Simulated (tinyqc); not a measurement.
Inside a calculation: averaged masses of warped heavy- and light-hole bands. Values are carried at full precision from step to step, so a last printed digit may differ when a step is redone from the rounded ones.

Constants: Ry = 13.60569312 eV; a0 (Bohr radius) = 0.5291772105 angstrom; kB = 8.617333262e-05 eV/K; hbar^2/2m0 = 3.80998211 eV angstrom^2.

Values chosen for the exercise (near those of Si; the results hold for these values, not for the real material):
- g1 = 4.26 (Luttinger gamma1)
- g2 = 0.34 (gamma2)
- g3 = 1.45 (gamma3)
- eps = 11.83 (dielectric constant)
- mso = 0.236 m0 (split-off mass)
- Dso = 0.044 eV (spin-orbit splitting)
- T = 400 K (temperature)

## Other forms of the parameters

Dresselhaus-Kip-Kittel form E = c [A k^2 -/+ sqrt(B^2 k^4 + C^2 (kx^2 ky^2 + ky^2 kz^2 + kz^2 kx^2))] with A = g1, B = 2 g2, C^2 = 12 (g3^2 - g2^2). Spherical form: mu = (6 g3 + 4 g2)/(5 g1), delta = (g3 - g2)/g1, masses 1/(g1 (1 -/+ mu)). Effective rydberg R* = Ry/(g1 eps^2) and radius a* = a0 g1 eps.

A, B, |C|: 4.260  0.680  4.883

mu, delta: 0.4723  0.2606

spherical masses, heavy and light (m0): 0.4448  0.1594

R* = 22.82 meV
a* = 26.7 angstrom

delta/mu = 0.55 measures the warping against the spherical splitting.

## Masses along six directions

Four-band hole energies E = c k^2 f(u), c = hbar^2/2m0, f = g1 -/+ 2 sqrt(g2^2 + 3 (g3^2 - g2^2) s), s = ux^2 uy^2 + uy^2 uz^2 + uz^2 ux^2 for the unit vector u; minus for heavy, plus for light holes; the mass along u is 1/f.

Give s and both masses.

Masses (m0):
```
direction        s   heavy   light
[100]      0.00000  0.2793  0.2024
[110]      0.25000  0.5795  0.1472
[111]      0.33333  0.7353  0.1397
[210]      0.16000  0.4562  0.1580
[221]      0.29630  0.6594  0.1428
[331]      0.27424  0.6196  0.1448
```

The heavy mass grows by a factor of 2.63 from [100] to [111] while the light one shrinks by 31 %; 1/m_heavy + 1/m_light = 2 g1 in every direction.

## Density-of-states masses from three directions

m_d^(3/2) is the angular mean of m(u)^(3/2). The rule mean = (10 F[100] + 16 F[110] + 9 F[111])/35 is exact for cubic harmonics up to sixth order. Total m_d = (m_h^(3/2) + m_l^(3/2))^(2/3).

m^(3/2):
```
direction    heavy    light
[100]      0.14763  0.09108
[110]      0.44115  0.05646
[111]      0.63051  0.05220
```

m_d heavy, light (m0): 0.5483  0.1621

total = 0.6056 m0
share of light holes = 13.8 %

## Averages on a grid

Grid: n x n midpoints in cos(theta) from 0 to 1 and phi from 0 to pi/2, equal weights. m_d = <f^(-3/2)>^(2/3). Conductivity mass for one scattering time: 1/m_c = <|w|^2 f^(-5/2)>/<f^(-3/2)> with w = grad_k(k^2 f)/(2 k), that is |w|^2 = f^2 + |angular gradient of f|^2/4.

Use n = 40.

m_d heavy, light (m0): 0.5274  0.1556

m_c heavy, light (m0): 0.4178  0.1497

The three-direction rule differs from the grid by +3.97 % for heavy holes. Warping makes m_c of the heavy holes 21 % smaller than m_d; on a sphere the two are equal.

## Effective density of states

Nv = 2 (kT/(4 pi c))^(3/2) [m_h^(3/2) + m_l^(3/2) + mso^(3/2) exp(-Dso/kT)], c = hbar^2/2m0, parabolic bands, m_h and m_l the density-of-states masses from the grid; 1 angstrom^-3 = 1e24 cm^-3.

prefactor = 3.8635e+19 cm^-3

the three terms: 0.38296  0.06136  0.03199

Nv = 1.840e+19 cm^-3

shares (%): 80.4  12.9  6.7

kT/Dso = 0.78: thermal holes reach energies comparable with Dso, where the four-band form fails and the true Nv is larger.

## Checks

- m_d and m_c of heavy holes for g2 = g3 against 1/(g1 - 2 g3): they agree to 1e-10 or better.
- m_d of heavy holes on grids of 40 and 160: 0.5274 against 0.5273.

Computed by tinyqc, a small Python program: `OMP_NUM_THREADS=1 python tinyqc.py 1050521 1050522 out.jsonl` (the numbers bound the seed that draws the inputs); one thread of a shared host (Intel(R) Xeon(R) Processor @ 2.30GHz), about 0.02 s for the whole set of steps.
